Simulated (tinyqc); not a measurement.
Worked calculation (part 1 of 2): G0W0 on RHF in the sto-3g basis, for BeH2, spin multiplicity 1. Computed by tinyqc, a small Python program that keeps every step (integrals from PySCF). Settings: charge = 0, multiplicity = 1, basis = sto-3g, method = RHF, energy threshold = 1e-10, iteration cap = 60, orthogonalisation = symmetric, start = Wolfsberg-Helmholz matrix, DIIS depth = 6. Command: `OMP_NUM_THREADS=1 python tinyqc.py 31196 31197 out.jsonl` (the two numbers bound the seeds that draw the settings). One thread of a shared host (Intel(R) Xeon(R) Processor @ 2.60GHz), about 0.06 s of CPU time with the checks. The early iterations of the SCF are left out here.

## One-electron integrals

Geometry (angstrom):
```
atom         x          y         z
Be    0.000000   0.000000  0.000000
H     0.000000   1.408000  0.134000
H     0.000000  -1.408000  0.134000
```

Basis sto-3g: exponents (1/bohr^2) and contraction coefficients of normalised primitives:
```
element  l (shell)   exponent  coefficient
Be           s (1)  30.167871     0.154329
Be           s (1)   5.495115     0.535328
Be           s (1)   1.487193     0.444635
Be           s (2)   1.314833    -0.099967
Be           s (2)   0.305539     0.399513
Be           s (2)   0.099371     0.700115
Be           p (3)   1.314833     0.155916
Be           p (3)   0.305539     0.607684
Be           p (3)   0.099371     0.391957
H            s (1)   3.425251     0.154329
H            s (1)   0.623914     0.535328
H            s (1)   0.168855     0.444635
```

Overlap, kinetic and nuclear-attraction integrals over the contracted functions; the nuclear repulsion is the sum of Za Zb / Rab.

nuclear repulsion = 3.18108213 hartree

overlap S, order 1Be 1s, 1Be 2s, 1Be 2px, 1Be 2py, 1Be 2pz, 2H 1s, 3H 1s:
```
[[1.000000, 0.259517, 0.000000, 0.000000, 0.000000, 0.058986, 0.058986],
 [0.259517, 1.000000, 0.000000, 0.000000, 0.000000, 0.430221, 0.430221],
 [0.000000, 0.000000, 1.000000, 0.000000, 0.000000, 0.000000, 0.000000],
 [0.000000, 0.000000, 0.000000, 1.000000, 0.000000, 0.501776, -0.501776],
 [0.000000, 0.000000, 0.000000, 0.000000, 1.000000, 0.047754, 0.047754],
 [0.058986, 0.430221, 0.000000, 0.501776, 0.047754, 1.000000, 0.026726],
 [0.058986, 0.430221, 0.000000, -0.501776, 0.047754, 0.026726, 1.000000]]
```

kinetic energy T (hartree), order 1Be 1s, 1Be 2s, 1Be 2px, 1Be 2py, 1Be 2pz, 2H 1s, 3H 1s:
```
[[6.693975, -0.033012, 0.000000, 0.000000, 0.000000, -0.015177, -0.015177],
 [-0.033012, 0.211111, 0.000000, 0.000000, 0.000000, 0.058092, 0.058092],
 [0.000000, 0.000000, 0.660592, 0.000000, 0.000000, 0.000000, 0.000000],
 [0.000000, 0.000000, 0.000000, 0.660592, 0.000000, 0.168910, -0.168910],
 [0.000000, 0.000000, 0.000000, 0.000000, 0.660592, 0.016075, 0.016075],
 [-0.015177, 0.058092, 0.000000, 0.168910, 0.016075, 0.760032, -0.008229],
 [-0.015177, 0.058092, 0.000000, -0.168910, 0.016075, -0.008229, 0.760032]]
```

nuclear attraction V (hartree), order 1Be 1s, 1Be 2s, 1Be 2px, 1Be 2py, 1Be 2pz, 2H 1s, 3H 1s:
```
[[-15.309383, -2.093440, 0.000000, 0.000000, -0.003061, -0.474317, -0.474317],
 [-2.093440, -3.022048, 0.000000, 0.000000, -0.026443, -1.239998, -1.239998],
 [0.000000, 0.000000, -2.931637, 0.000000, 0.000000, 0.000000, 0.000000],
 [0.000000, 0.000000, 0.000000, -3.145995, 0.000000, -1.412417, 1.412417],
 [-0.003061, -0.026443, 0.000000, 0.000000, -2.933579, -0.137190, -0.137190],
 [-0.474317, -1.239998, 0.000000, -1.412417, -0.137190, -2.902400, -0.090245],
 [-0.474317, -1.239998, 0.000000, 1.412417, -0.137190, -0.090245, -2.902400]]
```

core Hamiltonian H = T + V (hartree), order 1Be 1s, 1Be 2s, 1Be 2px, 1Be 2py, 1Be 2pz, 2H 1s, 3H 1s:
```
[[-8.615408, -2.126452, 0.000000, 0.000000, -0.003061, -0.489493, -0.489493],
 [-2.126452, -2.810937, 0.000000, 0.000000, -0.026443, -1.181906, -1.181906],
 [0.000000, 0.000000, -2.271046, 0.000000, 0.000000, 0.000000, 0.000000],
 [0.000000, 0.000000, 0.000000, -2.485403, 0.000000, -1.243506, 1.243506],
 [-0.003061, -0.026443, 0.000000, 0.000000, -2.272987, -0.121115, -0.121115],
 [-0.489493, -1.181906, 0.000000, -1.243506, -0.121115, -2.142368, -0.098474],
 [-0.489493, -1.181906, 0.000000, 1.243506, -0.121115, -0.098474, -2.142368]]
```

## Two-electron integrals

Functions are numbered as in S; the eight-fold symmetry (ij|kl) = (ji|kl) = (kl|ij) leaves the list below.

Two-electron integrals (ij|kl) in chemists' order, unique and non-zero (hartree):
```
(11|11) 2.298831    (21|11) 0.392036    (21|21) 0.079539    (22|11) 0.570988
(22|21) 0.143041    (22|22) 0.417683    (31|31) 0.014607    (32|31) 0.021888
(32|32) 0.092265    (33|11) 0.569578    (33|21) 0.143083    (33|22) 0.417589
(33|33) 0.449859    (41|41) 0.014607    (42|41) 0.021888    (42|42) 0.092265
(43|43) 0.024249    (44|11) 0.569578    (44|21) 0.143083    (44|22) 0.417589
(44|33) 0.401360    (44|44) 0.449859    (51|51) 0.014607    (52|51) 0.021888
(52|52) 0.092265    (53|53) 0.024249    (54|54) 0.024249    (55|11) 0.569578
(55|21) 0.143083    (55|22) 0.417589    (55|33) 0.401360    (55|44) 0.401360
(55|55) 0.449859    (61|11) 0.088082    (61|21) 0.017859    (61|22) 0.032374
(61|33) 0.032141    (61|41) 0.001583    (61|42) 0.002975    (61|44) 0.032851
(61|51) 0.000151    (61|52) 0.000283    (61|54) 0.000068    (61|55) 0.032148
(61|61) 0.004208    (62|11) 0.205651    (62|21) 0.052229    (62|22) 0.165130
(62|33) 0.158967    (62|41) 0.006825    (62|42) 0.041135    (62|44) 0.177144
(62|51) 0.000650    (62|52) 0.003915    (62|54) 0.001730    (62|55) 0.159132
(62|61) 0.012970    (62|62) 0.095615    (63|31) 0.004899    (63|32) 0.022664
(63|43) 0.007204    (63|53) 0.000686    (63|63) 0.009026    (64|11) 0.216818
(64|21) 0.055757    (64|22) 0.184932    (64|33) 0.173973    (64|41) 0.011121
(64|42) 0.064068    (64|44) 0.206498    (64|51) 0.000592    (64|52) 0.003940
(64|54) 0.002410    (64|55) 0.174137    (64|61) 0.014501    (64|62) 0.122028
(64|64) 0.161274    (65|11) 0.020635    (65|21) 0.005306    (65|22) 0.017600
(65|33) 0.016557    (65|41) 0.000592    (65|42) 0.003940    (65|44) 0.018281
(65|51) 0.004955    (65|52) 0.023039    (65|54) 0.007368    (65|55) 0.017944
(65|61) 0.001380    (65|62) 0.011613    (65|64) 0.014489    (65|65) 0.010405
(66|11) 0.371556    (66|21) 0.096092    (66|22) 0.339760    (66|33) 0.315080
(66|41) 0.015042    (66|42) 0.115915    (66|44) 0.388190    (66|51) 0.001432
(66|52) 0.011032    (66|54) 0.006958    (66|55) 0.315742    (66|61) 0.024543
(66|62) 0.247741    (66|64) 0.336267    (66|65) 0.032003    (66|66) 0.774606
(71|11) 0.088082    (71|21) 0.017859    (71|22) 0.032374    (71|33) 0.032141
(71|41) -0.001583   (71|42) -0.002975   (71|44) 0.032851    (71|51) 0.000151
(71|52) 0.000283    (71|54) -0.000068   (71|55) 0.032148    (71|61) 0.003841
(71|62) 0.010953    (71|64) 0.011245    (71|65) 0.001174    (71|66) 0.019876
(71|71) 0.004208    (72|11) 0.205651    (72|21) 0.052229    (72|22) 0.165130
(72|33) 0.158967    (72|41) -0.006825   (72|42) -0.041135   (72|44) 0.177144
(72|51) 0.000650    (72|52) 0.003915    (72|54) -0.001730   (72|55) 0.159132
(72|61) 0.010953    (72|62) 0.050684    (72|64) 0.051537    (72|65) 0.006071
(72|66) 0.097215    (72|71) 0.012970    (72|72) 0.095615    (73|31) 0.004899
(73|32) 0.022664    (73|43) -0.007204   (73|53) 0.000686    (73|63) 0.003838
(73|73) 0.009026    (74|11) -0.216818   (74|21) -0.055757   (74|22) -0.184932
(74|33) -0.173973   (74|41) 0.011121    (74|42) 0.064068    (74|44) -0.206498
(74|51) -0.000592   (74|52) -0.003940   (74|54) 0.002410    (74|55) -0.174137
(74|61) -0.011245   (74|62) -0.051537   (74|64) -0.050287   (74|65) -0.006076
(74|66) -0.097417   (74|71) -0.014501   (74|72) -0.122028   (74|74) 0.161274
(75|11) 0.020635    (75|21) 0.005306    (75|22) 0.017600    (75|33) 0.016557
(75|41) -0.000592   (75|42) -0.003940   (75|44) 0.018281    (75|51) 0.004955
(75|52) 0.023039    (75|54) -0.007368   (75|55) 0.017944    (75|61) 0.001174
(75|62) 0.006071    (75|64) 0.006076    (75|65) 0.004549    (75|66) 0.011918
(75|71) 0.001380    (75|72) 0.011613    (75|74) -0.014489   (75|75) 0.010405
(76|11) 0.016664    (76|21) 0.004125    (76|22) 0.011672    (76|33) 0.011483
(76|44) 0.012015    (76|51) 0.000102    (76|52) 0.000493    (76|55) 0.011514
(76|61) 0.000939    (76|62) 0.004758    (76|64) 0.005411    (76|65) 0.000631
(76|66) 0.010080    (76|71) 0.000939    (76|72) 0.004758    (76|74) -0.005411
(76|75) 0.000631    (76|76) 0.000334    (77|11) 0.371556    (77|21) 0.096092
(77|22) 0.339760    (77|33) 0.315080    (77|41) -0.015042   (77|42) -0.115915
(77|44) 0.388190    (77|51) 0.001432    (77|52) 0.011032    (77|54) -0.006958
(77|55) 0.315742    (77|61) 0.019876    (77|62) 0.097215    (77|64) 0.097417
(77|65) 0.011918    (77|66) 0.187894    (77|71) 0.024543    (77|72) 0.247741
(77|74) -0.336267   (77|75) 0.032003    (77|76) 0.010080    (77|77) 0.774606
```

## Orthogonalisation

S = U s U^T; symmetric (Loewdin) form X = U s^(-1/2) U^T, so that X^T S X = 1.

eigenvalues of S: [0.276894, 0.373626, 0.934072, 1.000000, 1.010498, 1.696381, 1.708529]

X, order 1Be 1s, 1Be 2s, 1Be 2px, 1Be 2py, 1Be 2pz, 2H 1s, 3H 1s:
```
[[1.028533, -0.153019, 0.000000, 0.000000, -0.001888, 0.019812, 0.019812],
 [-0.153019, 1.223971, 0.000000, 0.000000, 0.021435, -0.285426, -0.285426],
 [0.000000, 0.000000, 1.000000, 0.000000, 0.000000, 0.000000, 0.000000],
 [0.000000, 0.000000, 0.000000, 1.323426, 0.000000, -0.400367, 0.400367],
 [-0.001888, 0.021435, 0.000000, 0.000000, 1.002328, -0.031112, -0.031112],
 [0.019812, -0.285426, 0.000000, -0.400367, -0.031112, 1.260220, -0.084531],
 [0.019812, -0.285426, 0.000000, 0.400367, -0.031112, -0.084531, 1.260220]]
```

## Starting guess

The start is the generalised Wolfsberg-Helmholz matrix (K = 1.75) built on H; D = 2 C_occ C_occ^T.

D at the start, order 1Be 1s, 1Be 2s, 1Be 2px, 1Be 2py, 1Be 2pz, 2H 1s, 3H 1s:
```
[[2.044735, -0.146597, 0.000000, 0.000000, -0.026842, -0.207790, -0.207790],
 [-0.146597, 0.686642, 0.000000, 0.000000, 0.069547, 0.446586, 0.446586],
 [0.000000, 0.000000, 0.000000, 0.000000, 0.000000, 0.000000, 0.000000],
 [0.000000, 0.000000, 0.000000, 0.742267, 0.000000, 0.408553, -0.408553],
 [-0.026842, 0.069547, 0.000000, 0.000000, 0.007116, 0.045903, 0.045903],
 [-0.207790, 0.446586, 0.000000, 0.408553, 0.045903, 0.521608, 0.071863],
 [-0.207790, 0.446586, 0.000000, -0.408553, 0.045903, 0.071863, 0.521608]]
```

## Iteration 7 (converged): orbitals

converged F (hartree), order 1Be 1s, 1Be 2s, 1Be 2px, 1Be 2py, 1Be 2pz, 2H 1s, 3H 1s:
```
[[-4.520566, -1.288350, 0.000000, 0.000000, 0.002184, -0.301873, -0.301873],
 [-1.288350, -0.617983, 0.000000, 0.000000, -0.020052, -0.388608, -0.388608],
 [0.000000, 0.000000, 0.213290, 0.000000, 0.000000, 0.000000, 0.000000],
 [0.000000, 0.000000, 0.000000, -0.203175, 0.000000, -0.323079, 0.323079],
 [0.002184, -0.020052, 0.000000, 0.000000, 0.210777, -0.024381, -0.024381],
 [-0.301873, -0.388608, 0.000000, -0.323079, -0.024381, -0.282369, -0.035769],
 [-0.301873, -0.388608, 0.000000, 0.323079, -0.024381, -0.035769, -0.282369]]
```

Diagonalise F' = X^T F X, C = X C', fill 3 alpha and 3 beta electrons from the bottom; D = 2 C_occ C_occ^T. Each column has its largest component positive (the first on a tie).

F' = X^T F X (hartree):
```
[[-4.411312, -0.694868, 0.000000, 0.000000, 0.001695, -0.035438, -0.035438],
 [-0.694868, -0.110962, 0.000000, 0.000000, 0.008753, -0.316252, -0.316252],
 [0.000000, 0.000000, 0.213290, 0.000000, 0.000000, 0.000000, 0.000000],
 [0.000000, 0.000000, 0.000000, 0.249834, 0.000000, -0.438131, 0.438131],
 [0.001695, 0.008753, 0.000000, 0.000000, 0.214085, -0.030865, -0.030865],
 [-0.035438, -0.316252, 0.000000, -0.438131, -0.030865, 0.083307, -0.101394],
 [-0.035438, -0.316252, 0.000000, 0.438131, -0.030865, -0.101394, 0.083307]]
```

orbital energies (hartree): [-4.523983, -0.443059, -0.403199, 0.208876, 0.213290, 0.431890, 0.837734]

coefficients C, order 1Be 1s, 1Be 2s, 1Be 2px, 1Be 2py, 1Be 2pz, 2H 1s, 3H 1s:
```
[[0.991775, -0.218575, 0.000000, 0.044318, 0.000000, -0.220743, 0.000000],
 [0.031727, 0.575137, 0.000000, -0.194442, 0.000000, 1.146874, 0.000000],
 [0.000000, 0.000000, 0.000000, 0.000000, 1.000000, 0.000000, 0.000000],
 [0.000000, 0.000000, 0.500173, 0.000000, 0.000000, 0.000000, 1.349767],
 [-0.000049, 0.022237, 0.000000, 0.980529, 0.000000, 0.212436, 0.000000],
 [-0.003393, 0.392480, 0.414222, 0.085289, 0.000000, -0.782703, -0.944929],
 [-0.003393, 0.392480, -0.414222, 0.085289, 0.000000, -0.782703, 0.944929]]
```

D after iteration 7, order 1Be 1s, 1Be 2s, 1Be 2px, 1Be 2py, 1Be 2pz, 2H 1s, 3H 1s:
```
[[2.062784, -0.188489, 0.000000, 0.000000, -0.009817, -0.178302, -0.178302],
 [-0.188489, 0.663579, 0.000000, 0.000000, 0.025576, 0.451244, 0.451244],
 [0.000000, 0.000000, 0.000000, 0.000000, 0.000000, 0.000000, 0.000000],
 [0.000000, 0.000000, 0.000000, 0.500346, 0.000000, 0.414366, -0.414366],
 [-0.009817, 0.025576, 0.000000, 0.000000, 0.000989, 0.017456, 0.017456],
 [-0.178302, 0.451244, 0.000000, 0.414366, 0.017456, 0.651264, -0.035057],
 [-0.178302, 0.451244, 0.000000, -0.414366, 0.017456, -0.035057, 0.651264]]
```

## Convergence

Stop when the energy changes by less than 1e-10 hartree and every element of the error matrix X^T (F D S - S D F) X is below 3e-06.

Course of the cycle:
```
iteration   E (hartree)     change  largest element of the error matrix
1          -15.52963359          -                             1.29e-01
2          -15.54851404  -1.89e-02                             1.66e-02
3          -15.54903610  -5.22e-04                             2.04e-03
4          -15.54905682  -2.07e-05                             1.90e-04
5          -15.54905693  -1.13e-07                             2.76e-05
6          -15.54905693  -2.53e-09                             2.49e-07
7          -15.54905693  -1.28e-13                             4.19e-09
```

PySCF RHF in the same basis = -15.54905693 hartree

Converged in 7 iterations.

## Populations, bond orders and dipole

Mulliken: Z minus the diagonal of D S on the atom; Loewdin: the same with S^(1/2) D S^(1/2); Mayer order: 2 sum_s sum (D(s) S)_ij (D(s) S)_ji over the two atoms.

Charges (e):
```
atom   Mulliken    Loewdin
1Be    0.085394   0.070346
2H    -0.042697  -0.035173
3H    -0.042697  -0.035173
```

Mayer bond orders:
```
pair     order
2-1   0.996486
3-1   0.996486
3-2   0.001691
```

dipole moment about the origin, x y z (debye): [0.000000, 0.000000, -0.432367]

## Integrals over molecular orbitals

(pq|rs) = sum C_ip C_jq C_kr C_ls (ij|kl), one index at a time.

one-electron integrals over orbitals h = C^T H C (hartree):
```
[[-8.603867, 0.217426, 0.000000, -0.046458, 0.000000, 0.194635, 0.000000],
 [0.217426, -2.402334, 0.000000, 0.011490, 0.000000, -0.203076, 0.000000],
 [0.000000, 0.000000, -2.353698, 0.000000, 0.000000, 0.000000, -0.293001],
 [-0.046458, 0.011490, 0.000000, -2.264177, 0.000000, -0.047587, 0.000000],
 [0.000000, 0.000000, 0.000000, 0.000000, -2.271046, 0.000000, 0.000000],
 [0.194635, -0.203076, 0.000000, -0.047587, 0.000000, -1.915098, 0.000000],
 [0.000000, 0.000000, -0.293001, 0.000000, 0.000000, 0.000000, -1.833991]]
```

Two-electron integrals over orbitals (pq|rs), unique and non-zero (hartree):
```
(11|11) 2.271601    (21|11) -0.193209   (21|21) 0.025283    (22|11) 0.475790
(22|21) -0.006196   (22|22) 0.390076    (31|31) 0.005597    (32|31) 0.012830
(32|32) 0.162240    (33|11) 0.443791    (33|21) -0.002595   (33|22) 0.402571
(33|33) 0.425613    (41|11) 0.037970    (41|21) -0.004558   (41|22) 0.003144
(41|33) 0.001803    (41|41) 0.016220    (42|11) -0.016471   (42|21) 0.001515
(42|22) 0.009249    (42|33) 0.009601    (42|41) 0.014456    (42|42) 0.048571
(43|31) -0.000109   (43|32) 0.011556    (43|43) 0.015124    (44|11) 0.566799
(44|21) -0.007891   (44|22) 0.361420    (44|33) 0.348265    (44|41) -0.004819
(44|42) -0.023587   (44|44) 0.452774    (51|51) 0.015762    (52|51) 0.015113
(52|52) 0.048497    (53|53) 0.013817    (54|51) -0.003151   (54|52) -0.008299
(54|54) 0.025441    (55|11) 0.569178    (55|21) -0.007693   (55|22) 0.363258
(55|33) 0.348769    (55|41) 0.001247    (55|42) -0.007816   (55|44) 0.400553
(55|55) 0.449859    (61|11) -0.183947   (61|21) 0.024764    (61|22) -0.005952
(61|33) -0.003345   (61|41) -0.001921   (61|42) 0.003574    (61|44) -0.006258
(61|55) -0.005032   (61|61) 0.024846    (62|11) 0.120873    (62|21) -0.006232
(62|22) -0.019384   (62|33) -0.043551   (62|41) 0.003463    (62|42) -0.003209
(62|44) 0.053452    (62|55) 0.057754    (62|61) -0.003966   (62|62) 0.079367
(63|31) -0.001673   (63|32) -0.092580   (63|43) -0.009543   (63|63) 0.083182
(64|11) 0.016221    (64|21) 0.000353    (64|22) 0.003025    (64|33) -0.002789
(64|41) 0.014836    (64|42) 0.041384    (64|44) -0.004018   (64|55) 0.005954
(64|61) 0.003040    (64|62) 0.018914    (64|64) 0.045650    (65|51) 0.016070
(65|52) 0.046425    (65|54) -0.005552   (65|65) 0.049393    (66|11) 0.474219
(66|21) -0.006537   (66|22) 0.391686    (66|33) 0.401287    (66|41) 0.007643
(66|42) 0.022998    (66|44) 0.357443    (66|55) 0.363209    (66|61) -0.005001
(66|62) -0.026974   (66|64) 0.014175    (66|66) 0.412638    (71|31) 0.010518
(71|32) 0.019352    (71|43) -0.000586   (71|63) -0.001143   (71|71) 0.020059
(72|31) 0.003940    (72|32) -0.042412   (72|43) -0.010441   (72|63) 0.060773
(72|71) 0.007744    (72|72) 0.056683    (73|11) 0.143956    (73|21) -0.004652
(73|22) -0.003662   (73|33) -0.019482   (73|41) -0.000333   (73|42) -0.014849
(73|44) 0.063204    (73|55) 0.063392    (73|61) -0.003603   (73|62) 0.073552
(73|64) 0.007919    (73|66) -0.023939   (73|73) 0.084324    (74|31) -0.002480
(74|32) -0.024959   (74|43) 0.011876    (74|63) 0.014941    (74|71) -0.004164
(74|72) 0.004055    (74|74) 0.020928    (75|53) 0.013556    (75|75) 0.016691
(76|31) 0.010369    (76|32) 0.139173    (76|43) 0.012881    (76|63) -0.091659
(76|71) 0.015938    (76|72) -0.052419   (76|74) -0.021254   (76|76) 0.134872
(77|11) 0.564795    (77|21) -0.008418   (77|22) 0.416822    (77|33) 0.434779
(77|41) 0.001034    (77|42) 0.001997    (77|44) 0.387107    (77|55) 0.385822
(77|61) -0.008272   (77|62) -0.029186   (77|64) -0.005796   (77|66) 0.425080
(77|73) -0.004510   (77|77) 0.474441
```
